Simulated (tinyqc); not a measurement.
Six-transistor SRAM cell, nodal equations and margins: one step of the calculation.

Two cross-coupled inverters (pull-down bn, pull-up bp) hold the nodes Q and QB; access transistors (ba, threshold VTn, gate on the word line at Vdd when selected) join them to the bit lines. Transistor (EKV form, voltages against the body): I = 2 n b Vt^2 [F(vp - Vs) - F(vp - Vd)] from drain to source, F(v) = ln^2(1 + exp(v/(2 Vt))), vp = (Vg - VT + sg |Vd - Vs|)/n. n-channel bodies are at 0; for the p-channel device all voltages are counted down from Vdd. b in uA/V^2 gives I in uA. For an access transistor the bit line is the drain and the node the source. In a read both bit lines are at Vdd. The cell is symmetric (no mismatch).

Task. Node voltages in a read by Newton steps. F1 = In(gate QB, drain Q) - Ip(gate QB, drain Q) - Ia(bit line, Q), F2 the same with Q and QB exchanged; J by central differences with +/- 1e-6 V; solve J d = -F, limit each component to +/- 0.15 V and add.

Parameters, values chosen for the exercise:
- T = 300 K (temperature)
- Vdd = 0.9 V (supply voltage)
- n = 1.27 (slope factor)
- sg = 0.111 (drain-induced barrier lowering)
- VTn = 0.36 V (n-channel threshold)
- VTp = 0.29 V (p-channel threshold (magnitude))
- bn = 350 uA/V^2 (gain factor of the pull-down transistor)
- ba = 180 uA/V^2 (gain factor of the access transistor)
- bp = 190 uA/V^2 (gain factor of the pull-up transistor)

Constants: q = 1.602176634e-19 C, kB = 1.380649e-23 J/K, Vt = kB T/q. Results are converted to the units shown.

(Q, QB) at the start (V): Q 0.43000000, QB 0.49000000

Give: F1, F2; J; (Q, QB) after iteration 1.

Result.

F1, F2 (uA): [1.8528, -1.4779]

J (uS):
```
         Q      QB
F1  17.444  71.667
F2  64.987   9.326
```

(Q, QB) after iteration 1 (V): Q 0.45741, QB 0.45748

Program tinyqc, `OMP_NUM_THREADS=1 python tinyqc.py 2340105 2340106 out.jsonl`; Intel Xeon 2.30GHz, shared host, one thread, about 0.2 s.
